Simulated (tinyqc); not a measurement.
What moves the results: armchair graphene nanoribbon in tight binding. A value that a table varies takes the place of the one given here.

An armchair ribbon of N dimer lines, width (N - 1) sqrt3 acc/2, period 3 acc, one pz orbital a site. In line n, A_n binds to B_n with -t exp(ik/3), times (1 + d) in the two edge lines, and to B_(n-1) and B_(n+1) with -t exp(-ik/6); k runs from -pi to pi. For d = 0 the modes across the ribbon are sin(n p pi/(N + 1)), p = 1 to N, with E = -/+ t sqrt(1 + 4 c^2 + 4 c cos(k/2)), c = cos(p pi/(N + 1)).

Constants: hbar^2/2m0 = 3.80998211 eV angstrom^2.

Values chosen for the exercise (near those used for graphene; shifted at random, so the results belong to these values and not to a real crystal): t = 2.57 eV (hopping); acc = 1.42 angstrom (bond length); N0 = 12 (first width); d1 = 0.15 (edge correction); N = 5 (dimer lines); d = 0.12 (relative strengthening of the edge bonds); k = 2.05 (k times the period 3 acc).

## Three families of gaps

Nine widths from N0 on, gaps at k = 0 with d = 0 and d = d1.

Gaps:

| N | family | width (angstrom) | gap, d = 0 (eV) | gap, d1 (eV) | gap x (N + 1) sqrt3 acc/2 (eV angstrom) |
|---|---|---|---|---|---|
| 12 | 3p | 13.53 | 0.6997 | 0.5493 | 8.78 |
| 13 | 3p+1 | 14.76 | 0.6797 | 0.8492 | 14.62 |
| 14 | 3p+2 | 15.99 | 0.0000 | 0.1450 | 2.67 |
| 15 | 3p | 17.22 | 0.5713 | 0.4468 | 8.79 |
| 16 | 3p+1 | 18.45 | 0.5578 | 0.6951 | 14.53 |
| 17 | 3p+2 | 19.68 | 0.0000 | 0.1205 | 2.67 |
| 18 | 3p | 20.91 | 0.4826 | 0.3766 | 8.80 |
| 19 | 3p+1 | 22.14 | 0.4730 | 0.5883 | 14.47 |
| 20 | 3p+2 | 23.37 | 0.0000 | 0.1031 | 2.66 |

How do the results move?

Without edge correction the 3p+2 ribbons have no gap and the other two families nearly share one curve. With it the mean of the last column is 14.54 for 3p+1, 8.79 for 3p and 2.67 eV angstrom for 3p+2: the stronger edge bonds raise the gap of 3p+1, lower that of 3p and open one in 3p+2. Within a family the gap falls about as 1/width. One-electron gaps of this kind leave out the self-energy and exciton terms, which are large in narrow ribbons.

## Mass and gap go together

Nine widths from N0 on. Lowest conduction band for d = d1: m/m0 = c q^2/(E(q) - E(0)) with q = h/(3 acc), h = 0.001, c = hbar^2/2m0. Dirac rule: m = Eg/(2 v^2), that is m/m0 = c Eg/(hbar v)^2 with hbar v = 3 t acc/2.

Masses:

| N | gap (eV) | mass (m0) | Dirac rule (m0) |
|---|---|---|---|
| 12 | 0.5493 | 0.0600 | 0.0698 |
| 13 | 0.8492 | 0.1209 | 0.1080 |
| 14 | 0.1450 | 0.0180 | 0.0184 |
| 15 | 0.4468 | 0.0501 | 0.0568 |
| 16 | 0.6951 | 0.0969 | 0.0884 |
| 17 | 0.1205 | 0.0150 | 0.0153 |
| 18 | 0.3766 | 0.0430 | 0.0479 |
| 19 | 0.5883 | 0.0808 | 0.0748 |
| 20 | 0.1031 | 0.0129 | 0.0131 |

What can be read from the table?

The ratio of mass to the Dirac rule runs from 0.86 (N = 12) to 1.12 (N = 13). Its mean is 0.88 for N = 3p, 1.10 for 3p+1 and 0.98 for 3p+2: the lowest modes of 3p and 3p+1 lie on opposite sides of the Dirac point, where the velocity along the ribbon differs. The largest gap (N = 13) and the heaviest mass (N = 13) belong to one ribbon.

## What each parameter does

Gap at k = 0, lowest positive level at k, and highest level at k = 0. Each row changes one parameter from the base and keeps the others.

Results:

| case | gap (eV) | lowest level at k (eV) | top of the band (eV) |
|---|---|---|---|
| base | 0.2992 | 2.5888 | 7.0756 |
| t = 2.699 eV | 0.3142 | 2.7187 | 7.4307 |
| N = 6 | 1.0631 | 2.3493 | 7.2363 |
| d = 0.17 | 0.4184 | 2.6131 | 7.0999 |
| k = 1.64 | 0.2992 | 2.1078 | 7.0756 |

What can be read from the table?

The largest shifts from the base row, up to three for each result and ties (the steps differ in size, so this ranks the rows, not the parameters). gap (eV): N +0.7639, d +0.1192, t +0.0150; unchanged at the printed digits by k. lowest level at k (eV): k -0.4809, N -0.2394, t +0.1299. top of the band (eV): t +0.3552, N +0.1608, d +0.0243; unchanged at the printed digits by k.

Computed by tinyqc, a small Python program: `OMP_NUM_THREADS=1 python tinyqc.py 1481445 1481446 out.jsonl` (the numbers bound the seed that draws the inputs); one thread of a shared host (Intel(R) Xeon(R) Processor @ 2.30GHz), about 0.02 s for the whole set of steps.
